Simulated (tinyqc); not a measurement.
What moves the results: band edges of strained Si(1-x)Ge(x) on relaxed Si(1-y)Ge(y). A value that a table varies takes the place of the one given here.

Values are linear in the Ge fraction but for ED(x) = linear - CD x (1 - x) and a(x) = linear - Ca x (1 - x). Energies are on the common scale of Ev.

Coherent growth on a (111) face: e_par = (a(y) - a(x))/a(x), e_perp = -(2 C11 + 4 C12 - 4 C44)/(C11 + 2 C12 + 4 C44) e_par; exx = eyy = ezz = (2 e_par + e_perp)/3 and exy = eyz = ezx = (e_perp - e_par)/3.

A valley with unit axis u lies at Ev + gap + (av + a_valley) tr(e) + Xu (u.e.u - tr(e)/3); the Delta axes are x, y, z and the L axes [111], [1-1-1], [-11-1], [-1-11]. The second-order shift of the Delta valleys under shear is left out; it lowers the pair normal to the sheared plane by tens of meV at a shear of 1 %.

Valence edges: Ev plus the levels of the 6 x 6 matrix of X, Y, Z times spin with -Dso/3 + l exx + m (eyy + ezz) on the diagonal (cyclic), n exy off it, l = av + 2 b, m = av - b, n = sqrt(3) d. Spin-orbit term (Dso/3) L.sigma on X, Y, Z with (L_k)_ij = -i epsilon_kij: <X+|H|Y+> = -i Dso/3, <X+|H|Z-> = Dso/3, <Y+|H|Z-> = -i Dso/3, <Z+|H|X-> = -Dso/3, <Z+|H|Y-> = i Dso/3, <X-|H|Y-> = i Dso/3, and their conjugates; + and - are the spin along z.

Coherent growth: e_par = (a(y) - a(x))/a(x). (001): e_perp = -2 (C12/C11) e_par; exx = eyy = e_par, ezz = e_perp, no shear. (111): e_perp = -(2 C11 + 4 C12 - 4 C44)/(C11 + 2 C12 + 4 C44) e_par; exx = eyy = ezz = (2 e_par + e_perp)/3 and exy = eyz = ezx = (e_perp - e_par)/3. (110): e_perp = -(C11 + 3 C12 - 2 C44)/(C11 + C12 + 2 C44) e_par; exx = eyy = (e_par + e_perp)/2, ezz = e_par, exy = (e_perp - e_par)/2, eyz = ezx = 0.

Values chosen for the exercise (end members near Si and Ge, in this order; the results hold for these values, not for the real material):
- a = (5.438, 5.652) angstrom (lattice constant)
- Dso = (0.043, 0.29) eV (spin-orbit splitting)
- av = (2.45, 1.24) eV (valence hydrostatic potential)
- b = (-2.12, -2.53) eV (tetragonal shear potential)
- d = (-4.79, -5.29) eV (trigonal shear potential)
- C11 = (165.6, 127.7) GPa
- C12 = (63.1, 47.7) GPa
- C44 = (80.5, 66.7) GPa
- Ev = (0, 0.7) eV (top of the unstrained valence band)
- ED = (1.153, 0.925) eV (gap to the Delta valleys)
- EL = (2.007, 0.734) eV (gap to the L valleys)
- aD = (1.68, 1.39) eV (hydrostatic potential of the Delta gap)
- aL = (-2.84, -2.98) eV (hydrostatic potential of the L gap)
- XuD = (8.8, 9.65) eV (uniaxial potential, Delta)
- XuL = (16.37, 15.5) eV (uniaxial potential, L)
- CD = 0.186 eV (bowing of the Delta gap)
- Ca = 0.026 angstrom (bowing of the lattice constant)
- face = 111 (growth face)
- y = 0.62 (Ge fraction of the relaxed buffer)
- x = 0.39 (Ge fraction of the layer)

## Composition of the layer

The buffer is kept. dEc = Ec(buffer) - Ec(layer), dEv = Ev(layer) - Ev(buffer); buffer edges Ev(y) and Ev(y) + min(ED, EL). The digit behind Delta or L counts whole valleys.

Results:

| x | e_par (%) | lowest valleys | gap (eV) | next valleys above (meV) | valence splitting (meV) | dEc (eV) | dEv (eV) |
|---|---|---|---|---|---|---|---|
| 0.07 | 2.08 | Delta6 | 1.032 | 324 | 230 | 0.096 | -0.160 |
| 0.20 | 1.61 | Delta6 | 1.013 | 315 | 170 | 0.087 | -0.132 |
| 0.34 | 1.08 | Delta6 | 0.997 | 300 | 107 | 0.068 | -0.097 |
| 0.47 | 0.59 | Delta6 | 0.984 | 280 | 54 | 0.041 | -0.057 |
| 0.60 | 0.08 | Delta6 | 0.970 | 254 | 7 | 0.006 | -0.008 |
| 0.73 | -0.44 | Delta6 | 0.921 | 138 | 33 | -0.038 | 0.084 |
| 0.87 | -1.01 | L3 | 0.858 | 10 | 69 | -0.084 | 0.194 |
| 1.00 | -1.55 | L3 | 0.672 | 153 | 97 | -0.003 | 0.299 |

What does this show, and why?

The gap is 1.032 eV in the first row and 0.672 eV in the last. The lowest valleys change: Delta6 to L3 between x = 0.73 and 0.87. Per 0.1 of x the valence offset moves by +49 meV on average; the conduction offset lies between -84 and +96 meV, not monotonically. Electrons and holes sit on opposite sides in every row (type II). Offsets below about 30 meV are within the spread of parameter sets, so those rows do not settle the type. Strains above 2 % can be kept only in layers of a few nanometres.

## Composition of the buffer

The layer is kept. dEc = Ec(buffer) - Ec(layer), dEv = Ev(layer) - Ev(buffer); buffer edges Ev(y) and Ev(y) + min(ED, EL). The digit behind Delta or L counts whole valleys.

Results:

| y | e_par (%) | lowest valleys | gap (eV) | next valleys above (meV) | valence splitting (meV) | dEc (eV) | dEv (eV) |
|---|---|---|---|---|---|---|---|
| 0.00 | -1.40 | Delta6 | 0.928 | 520 | 65 | -0.061 | 0.286 |
| 0.13 | -0.95 | Delta6 | 0.958 | 511 | 53 | -0.046 | 0.190 |
| 0.27 | -0.45 | Delta6 | 0.991 | 500 | 31 | -0.024 | 0.088 |
| 0.54 | 0.58 | Delta6 | 1.004 | 363 | 53 | 0.036 | -0.057 |
| 0.67 | 1.09 | Delta6 | 0.984 | 248 | 108 | 0.073 | -0.098 |
| 0.81 | 1.67 | Delta6 | 0.957 | 121 | 172 | 0.120 | -0.136 |
| 0.94 | 2.22 | L1 | 0.928 | 1 | 236 | 0.051 | -0.169 |

How do the results move?

The gap is 0.928 eV in the first row and 0.928 eV in the last, with its largest listed value, 1.004 eV, at y = 0.54: it peaks near the match y = x, since strain of either sign narrows it. The lowest valleys change: Delta6 to L1 between y = 0.81 and 0.94. Per 0.1 of y the valence offset moves by -48 meV on average; the conduction offset lies between -61 and +120 meV, not monotonically. Electrons and holes sit on opposite sides in every row (type II). Offsets below about 30 meV are within the spread of parameter sets, so those rows do not settle the type. Strains above 2 % can be kept only in layers of a few nanometres.

## The same layer on three faces

dEc = Ec(buffer) - Ec(layer), dEv = Ev(layer) - Ev(buffer); buffer edges Ev(y) and Ev(y) + min(ED, EL). The digit behind Delta or L counts whole valleys.

Results:

| face | e_par (%) | lowest valleys | gap (eV) | next valleys above (meV) | valence splitting (meV) | dEc (eV) | dEv (eV) | Delta spread (meV) | L spread (meV) |
|---|---|---|---|---|---|---|---|---|---|
| (001) | 0.89 | Delta2 | 0.892 | 143 | 85 | 0.165 | -0.090 | 143 | 0 |
| (111) | 0.89 | Delta6 | 0.992 | 293 | 86 | 0.058 | -0.083 | 0 | 179 |
| (110) | 0.89 | Delta4 | 0.971 | 60 | 86 | 0.081 | -0.084 | 60 | 141 |

What can be read from the table?

On (001) only the Delta valleys split (143 meV), on (111) only the L valleys (179 meV), on (110) both (60 and 141 meV). The lowest valleys are Delta2 on (001), Delta6 on (111) and Delta4 on (110); the smallest gap is 0.892 eV on (001) and the largest 0.992 eV on (111).

## What each parameter does

dEc = Ec(buffer) - Ec(layer), dEv = Ev(layer) - Ev(buffer); buffer edges Ev(y) and Ev(y) + min(ED, EL). Each row changes one parameter from the base and keeps the others.

Results:

| case | gap (eV) | valence splitting (meV) | dEc (eV) | dEv (eV) |
|---|---|---|---|---|
| base | 0.9922 | 86.1 | 0.0585 | -0.0829 |
| x = 0.42 | 0.9892 | 73.7 | 0.0524 | -0.0737 |
| y = 0.65 | 0.9871 | 99.1 | 0.0674 | -0.0920 |
| CD = 0.236 eV | 0.9803 | 86.1 | 0.0586 | -0.0829 |
| Dso = (0.049, 0.333) eV | 0.9935 | 84.9 | 0.0585 | -0.0841 |
| Ev = (0, 0.805) eV | 0.9922 | 86.1 | 0.0826 | -0.1070 |
| av = (2.818, 1.426) eV | 0.9922 | 86.1 | 0.0543 | -0.0786 |
| b = (-2.438, -2.909) eV | 0.9922 | 86.1 | 0.0585 | -0.0829 |
| C12 = (72.565, 54.855) GPa | 0.9895 | 89.3 | 0.0600 | -0.0817 |

How do the results move?

The largest shifts from the base row, up to three for each result and ties (the steps differ in size, so this ranks the rows, not the parameters). gap (eV): CD -0.0119, y -0.0051, x -0.0030; unchanged at the printed digits by Ev, av and b. valence splitting (meV): y +13.0, x -12.4, C12 +3.2; unchanged at the printed digits by CD, Ev, av and b. dEc (eV): Ev +0.0242, y +0.0089, x -0.0061; unchanged at the printed digits by Dso and b. dEv (eV): Ev -0.0242, x +0.0091, y -0.0091; unchanged at the printed digits by CD and b. The lowest valleys of the layer are Delta6, so among the conduction-band potentials only those of that family reach the gap and dEc; the buffer is unstrained. A shift large enough to swap the lowest family would change that.

(tinyqc, `OMP_NUM_THREADS=1 python tinyqc.py 1080117 1080118 out.jsonl`, Intel(R) Xeon(R) Processor @ 2.30GHz, 1 thread, shared host, about 0.01 s.)
